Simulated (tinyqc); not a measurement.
# Changing the pH

Model: potential-pH (Pourbaix) lines of a metal, its cation, its oxide and an oxyanion, with a complexing ligand. Computed by tinyqc, a small Python program. Command: `OMP_NUM_THREADS=1 python tinyqc.py 3023725 3023726 out.jsonl pourb sweep`. One thread of a shared host (Intel(R) Xeon(R) Processor @ 2.30GHz), about 0.01 s of CPU time with the checks.

Potentials are against the standard hydrogen electrode; solids and water have unit activity; dG_f of M, H+ and the electron is zero; F = e N_A and s = R T ln(10)/F. The cation carries z = 2.

Inputs (values chosen for the exercise, modelled on copper): dG_f of the cation = 66.72 kJ/mol; dG_f of the oxide = -129.07 kJ/mol; dG_f of the oxyanion = -194.64 kJ/mol; dG_f of water = -237.14 kJ/mol; temperature T = 298.15 K; log10 of the dissolved activity a = -3; potential E = -0.46 V; log10 of the stability constant beta of ML = 3.4; pKa of HL = 8.9; total ligand c_L = 0.0078 mol/L; limiting current density i_L = 0.00046 A/cm^2; molar volume V_m = 7.11 cm^3/mol.

Species: M, M2+, MO, MO2(2-).

exchange current densities, metal and cathodic (A/cm^2): [4.3e-05, 1.3e-11]

Tafel slopes, anodic and cathodic (mV/decade): [45, 110]

Constants: R = 8.314462618 J/(mol K); e = 1.602176634e-19 C; N_A = 6.02214076e+23 1/mol.

Method:
- M2+ + 2e = M; MO + 2H+ + 2e = M + H2O; MO2(2-) + 4H+ + 2e = M + 2H2O. For each, E0 = -dG/(z F), and E = E0 + (s/z) log10 a - (s n_H/z) pH, with no activity term for the oxide.
- The metal is stable below the lowest of the three lines; above it, the species of the lowest line is stable. Water lines at 1 bar: hydrogen E = -s pH, oxygen E = -dG_f(water)/(2F) - s pH.
- The free ligand is c_L/(1 + 10^(pKa - pH)) (ligand in excess); dissolved metal is a in all, so the free cation is a/alpha, alpha = 1 + beta [L]; the cation line drops by (s/z) log10 alpha.
- Anodic i = i0a 10^((E - E_a)/b_a) with E_a the cation line with ligand; cathodic i = i0c 10^((E_c - E)/b_c) with E_c the oxygen line; supply caps the cathodic current, 1/i_c = 1/i(Tafel) + 1/i_L. E_corr makes the two currents equal. Without the cap it would be [b_c E_a + b_a E_c + b_a b_c log10(i0c/i0a)]/(b_a + b_c). Rate = i V_m/(z F). Films are left out.

One run for each value; columns: (1) pH; (2) upper limit of immunity (V); (3) cation line with ligand (V); (4) corrosion potential E_corr (V); (5) etch rate (nm/min); (6) log10 alpha:
```
(1)        (2)      (3)      (4)         (5)         (6)
1.0    0.25701  0.25701  0.29663  7.2182e+00  1.0712e-07
2.5    0.25701  0.25701  0.28226  3.4599e+00  3.3875e-06
4.0    0.25701  0.25701  0.26061  1.1429e+00  1.0711e-04
5.5    0.23466  0.25691  0.23598  3.2571e-01  3.3730e-03
7.0    0.14592  0.25421  0.20863  9.2250e-02  9.4678e-02
8.5    0.05718  0.23281  0.16776  3.4064e-02  8.1816e-01
10.0  -0.03156  0.21909  0.13228  1.1195e-02  1.2822e+00
11.5  -0.12030  0.21818  0.10589  3.0380e-03  1.3127e+00
13.0  -0.20904  0.21815  0.08011  8.1347e-04  1.3137e+00
```

What does the table show?

Over the rows, upper limit of immunity (V) falls from 0.257 to -0.209, flat over part of the range; cation line with ligand (V) falls from 0.257 to 0.218; corrosion potential E_corr (V) falls from 0.297 to 0.0801.

Caution (all rows): other oxidation states, hydroxides and hydrides are left out, and the lines say nothing of rates. Caution (all rows): the ligand is not in tenfold excess over the metal, as assumed. Caution (rows 2.50, 4.00, 5.50, 7.00, 8.50, 10.0, 11.5, 13.0): so near the reversible potential the back reaction matters and the Tafel form fails. Caution (rows 5.50, 7.00, 8.50, 10.0, 11.5, 13.0): at this pH the oxide, not the cation, is the stable product, and a film would cut the rate.
